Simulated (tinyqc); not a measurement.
Composition profile: interdiffusion in a binary couple: Darken equations, Kirkendall shift and Boltzmann-Matano analysis. Computed by tinyqc, a small Python program. Command: `OMP_NUM_THREADS=1 python tinyqc.py 3025618 3025619 out.jsonl darken walk`. One thread of a shared host (Intel(R) Xeon(R) Processor @ 2.30GHz), about 0.04 s of CPU time with the checks.

x is the mole fraction of B; the molar volume is constant, and the two halves are long enough to count as infinite.

Inputs (values chosen for the exercise, for a model alloy A-B):

| quantity | value | unit |
|---|---|---|
| tracer diffusivity D*_A(0) | 6.1e-16 | m^2/s |
| tracer diffusivity D*_B(0) | 3.5e-16 | m^2/s |
| slope k of ln D* with x | 0.31 | - |
| regular-solution parameter W | -0.09 | eV |
| temperature T | 986 | K |
| left composition x_L | 0.01 | - |
| right composition x_R | 0.45 | - |
| time t | 6900 | s |

Vacancy-wind correction: Manning, fcc.

Constants: k_B = 8.617333262e-05 eV/K.

Method:
- D*_i(x) = D*_i(0) exp(k x); thermodynamic factor Phi = 1 - 2 W x (1 - x)/(k_B T); with f0 = 0.7815, M0 = 2 f0/(1 - f0), den = M0 ((1 - x) D*_A + x D*_B): D_A = D*_A Phi [1 + 2 (1 - x)(D*_A - D*_B)/den], D_B = D*_B Phi [1 - 2 x (D*_A - D*_B)/den]; interdiffusion D~ = x D_A + (1 - x) D_B.
- With lambda = z/sqrt(t), the profile solves d/dlambda (D~ dx/dlambda) + (lambda/2) dx/dlambda = 0 with x = x_L and x_R far to the left and right; z = 0 is the original interface. It is solved as a boundary-value problem in y = lambda/sqrt(D~ at the mean composition) on -12 < y < 12 (collocation, tolerance 1e-8).
- The last column is the error-function profile for a constant D~ taken at the mean composition.

D~ at the mean composition = 6.1418e-16 m^2/s

Profile at time t:

| y | z (um) | x | dx/dz (1/um) | x for constant D~ |
|---|---|---|---|---|
| -3.0 | -6.1758 | 0.01242 | 0.003298 | 0.01746 |
| -2.0 | -4.1172 | 0.03590 | 0.024101 | 0.04461 |
| -1.5 | -3.0879 | 0.07003 | 0.042312 | 0.07355 |
| -1.0 | -2.0586 | 0.12160 | 0.056576 | 0.11549 |
| -0.5 | -1.0293 | 0.18326 | 0.061655 | 0.16921 |
| 0.0 | 0.0000 | 0.24568 | 0.058516 | 0.23000 |
| 0.5 | 1.0293 | 0.30202 | 0.050401 | 0.29079 |
| 1.0 | 2.0586 | 0.34872 | 0.040160 | 0.34451 |
| 1.5 | 3.0879 | 0.38466 | 0.029786 | 0.38645 |
| 2.0 | 4.1172 | 0.41043 | 0.020555 | 0.41539 |
| 3.0 | 6.1758 | 0.43821 | 0.007776 | 0.44254 |

What follows from these numbers?

At the original interface x = 0.2457, against the mean 0.2300. D~ is 2.31 times as large at x_R as at x_L, so the profile is flatter and reaches further on the right.
